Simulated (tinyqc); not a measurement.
From results back to parameters: shallow donor in effective-mass theory, with valley-orbit splitting.

Problem. Without strain the levels are A1 = E0 - D0 - 4 D1 - D2, T2 = E0 - D0 + D2 and E = E0 - D0 + 2 D1 - D2. They were computed from hidden D0, D1 and D2.

Inputs chosen for the exercise (out of a larger set: near those of a group-V donor in Si; not measured data): E0 = -33.3 meV (single-valley level).

A1, T2, E (meV): -44.730  -34.870  -32.730

Find: D1; D2; D0.

Solution. E - A1 = 6 D1, T2 - E = 2 D2 - 2 D1, and the mean (A1 + 3 T2 + 2 E)/6 is E0 - D0.

D1 = 2.00 meV
D2 = 0.93 meV
D0 = 2.50 meV

tinyqc: `OMP_NUM_THREADS=1 python tinyqc.py 1282585 1282586 out.jsonl`; about 0.01 s, one thread, shared Intel(R) Xeon(R) Processor @ 2.30GHz.
